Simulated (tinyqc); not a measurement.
The fan of levels: Landau levels of massless Dirac electrons.

E_N = sqrt(2N) hv/l for N = 0, 1, 2, ... and the mirror levels below zero; each is fourfold (spin, valley), Zeeman splitting left out; half of level 0 belongs to the electrons.

In a field B along z: l = 1/sqrt((e/hbar) B) is the magnetic length, n_B = B/(h/e) the number of states per area in one level, hbar wc = 2 muB B/m for mass m in m0; 1/angstrom^2 = 1e16/cm^2.

Constants: e/hbar = 1.519267448e-05 1/(T angstrom^2); h/e = 413566.7697 T angstrom^2; muB = 5.788381798e-05 eV/T.

Values chosen for the exercise (out of a larger set: near those of graphene; not measured data): hv = 6.68 eV angstrom (hbar v); Bs = (0.5, 1, 2, 4, 8, 12, 16) T (fields).

The four lowest levels against B, with their labels in order.

Levels (meV):
```
B (T)  first  second   third  fourth    order
0.500   0.00   26.04   36.82   45.10  0 1 2 3
1.00    0.00   36.82   52.07   63.78  0 1 2 3
2.00    0.00   52.07   73.64   90.20  0 1 2 3
4.00    0.00   73.64  104.15  127.56  0 1 2 3
8.00    0.00  104.15  147.29  180.39  0 1 2 3
12.0    0.00  127.56  180.39  220.93  0 1 2 3
16.0    0.00  147.29  208.30  255.11  0 1 2 3
```

The fourth level grows as B^0.50 over the first two rows and B^0.50 over the last two (1 for a parabolic band without a fixed offset such as a valley splitting, 1/2 for massless Dirac electrons). The order of the levels does not change. Level 0 stays at zero, and the others stand as sqrt(N).

(tinyqc, `OMP_NUM_THREADS=1 python tinyqc.py 1280487 1280488 out.jsonl`, Intel(R) Xeon(R) Processor @ 2.30GHz, 1 thread, shared host, about 0.01 s.)
